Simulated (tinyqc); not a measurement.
Inside a calculation (part 2 of 2). Method: CIS on RHF in the sto-3g basis, frozen core, for BeH2, spin multiplicity 1. Computed by tinyqc, a small Python program that keeps every step (integrals from PySCF). Command: `OMP_NUM_THREADS=1 python tinyqc.py 31742 31743 out.jsonl` (the two numbers bound the seeds that draw the settings). One thread of a shared host (Intel(R) Xeon(R) Processor @ 2.60GHz), about 0.06 s of CPU time with the checks.

Geometry (angstrom):
```
atom         x          y         z
Be    0.000000   0.000000  0.000000
H     0.000000   1.488000  0.000000
H     0.000000  -1.544000  0.000000
```

## CIS triplet states

CIS matrix A, triplet (hartree), order 2>4, 2>5, 2>6, 2>7, 3>4, 3>5, 3>6, 3>7:
$$\begin{pmatrix}
0.283725 & 0.000000 & 0.000000 & 0.000000 & 0.000133 & 0.000000 & 0.000000 & 0.000000 \\
0.000000 & 0.283725 & 0.000000 & 0.000000 & 0.000000 & 0.000133 & 0.000000 & 0.000000 \\
0.000000 & 0.000000 & 0.426009 & -0.036619 & 0.000000 & 0.000000 & 0.008419 & -0.135113 \\
0.000000 & 0.000000 & -0.036619 & 0.764565 & 0.000000 & 0.000000 & -0.135113 & -0.014509 \\
0.000133 & 0.000000 & 0.000000 & 0.000000 & 0.258656 & 0.000000 & 0.000000 & 0.000000 \\
0.000000 & 0.000133 & 0.000000 & 0.000000 & 0.000000 & 0.258656 & 0.000000 & 0.000000 \\
0.000000 & 0.000000 & 0.008419 & -0.135113 & 0.000000 & 0.000000 & 0.367240 & 0.036517 \\
0.000000 & 0.000000 & -0.135113 & -0.014509 & 0.000000 & 0.000000 & 0.036517 & 0.712378
\end{pmatrix}$$

Diagonalise A (1 hartree = 27.211386 eV); each vector has its largest component positive (the first on a tie).

triplet excitation energies (eV): [7.038370, 7.038370, 7.720556, 7.720556, 8.762270, 10.057345, 20.849091, 22.106389]

lowest vectors, order 2>4, 2>5, 2>6, 2>7, 3>4, 3>5, 3>6, 3>7:
$$\begin{pmatrix}
-0.005132 & -0.001352 & -0.593690 & 0.804676 & 0.000000 & 0.000000 \\
0.001352 & -0.005132 & 0.804676 & 0.593690 & 0.000000 & 0.000000 \\
0.000000 & 0.000000 & 0.000000 & 0.000000 & -0.149435 & 0.912573 \\
0.000000 & 0.000000 & 0.000000 & 0.000000 & 0.270979 & 0.148836 \\
0.966997 & 0.254732 & -0.003151 & 0.004271 & 0.000000 & 0.000000 \\
-0.254732 & 0.966997 & 0.004271 & 0.003151 & 0.000000 & 0.000000 \\
0.000000 & 0.000000 & 0.000000 & 0.000000 & 0.942019 & 0.150167 \\
0.000000 & 0.000000 & 0.000000 & 0.000000 & -0.129770 & 0.350012
\end{pmatrix}$$

Within a degenerate level the vectors are fixed only up to a rotation; this is one choice.
